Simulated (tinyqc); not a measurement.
# MESFET, gradual channel with velocity saturation: effect of the low-field mobility at this doping on saturation

A uniformly doped n-type channel, depleted from the top by a Schottky gate; at channel potential V the depleted share of a is u = sqrt((Vbi - Vg + V)/Vp), s at the source. Electrons drift with v = mu E/(1 + mu E/vsat). Abrupt depletion edge, no series resistance, source at 0.

Vbi = phiB - Vt ln(Nc/Nd); Vp = q Nd a^2/(2 eps0 eps_r); G0 = q mu Nd a W/L; Z = mu Vp/(vsat L); s = sqrt((Vbi - Vg)/Vp). I = (G0 Vp/3) F/(1 + Z (u^2 - s^2)), F = 3 (u^2 - s^2) - 2 (u^3 - s^3), with u at V = Vd; Z = 0 gives constant mobility, for which u stops at 1. The current peaks at u = um, the root of (1 - u)(1 + Z (u^2 - s^2)) = Z F/3; beyond Vdsat = Vp (um^2 - s^2) it is held at that value. gm = G0 (um - s)/(1 + Z (um^2 - s^2)).

Inputs (values chosen for the exercise); material values close to those of silicon: temperature T = 250 K; relative permittivity of the semiconductor eps_r = 11.6; conduction-band density of states at T Nc = 2.15e19 cm^-3; donor density of the channel Nd = 8.5e16 cm^-3; channel thickness a = 260 nm; saturation velocity vsat = 1.3e7 cm/s; gate length L = 5 um; gate width W = 300 um; Schottky barrier phiB = 0.72 V; gate voltage Vg = -1.4 V.

Constants: q = 1.602176634e-19 C, kB = 1.380649e-23 J/K, Vt = kB T/q, eps0 = 8.8541878128e-14 F/cm where lengths are in cm. Results are converted to the units shown.

Result of one run:
```
mu (cm^2/(V s))      Z      um  Vdsat (V)  Isat (mA)  Isat for Z = 0 (mA)  gm (mS)
1900             1.310  0.9314      1.887      9.475                15.51    6.848
```

What becomes of these results when the low-field mobility at this doping mu is changed from 1900 to 3100 cm^2/(V s), all else the same?

Result of the changed run:
```
mu (cm^2/(V s))      Z      um  Vdsat (V)  Isat (mA)  Isat for Z = 0 (mA)  gm (mS)
3100             2.137  0.9080      1.694      12.70                25.31    8.737
```

The whole series:
```
mu (cm^2/(V s))       Z      um  Vdsat (V)  Isat (mA)  Isat for Z = 0 (mA)  gm (mS)
150              0.1034  0.9916      2.406      1.159                1.225   0.9765
250              0.1724  0.9865      2.360      1.867                2.041    1.550
420              0.2896  0.9785      2.290      2.971                3.429    2.412
690              0.4757  0.9673      2.193      4.514                5.634    3.557
1100             0.7584  0.9530      2.070      6.486                8.982    4.930
1900              1.310  0.9314      1.887      9.475                15.51    6.848
3100              2.137  0.9080      1.694      12.70                25.31    8.737
```

As mu goes from 150 to 3100 cm^2/(V s), Vdsat falls from 2.41 to 1.69 V, Isat rises from 1.16 to 12.7 mA and gm rises from 0.977 to 8.74 mS. Isat is 0.947 of the constant-mobility value in the first row and 0.502 in the last.

Computed by the program tinyqc: `OMP_NUM_THREADS=1 python tinyqc.py 2500036 2500037 out.jsonl`, one thread of a shared Intel Xeon 2.30GHz, about 0.05 s for the whole run.
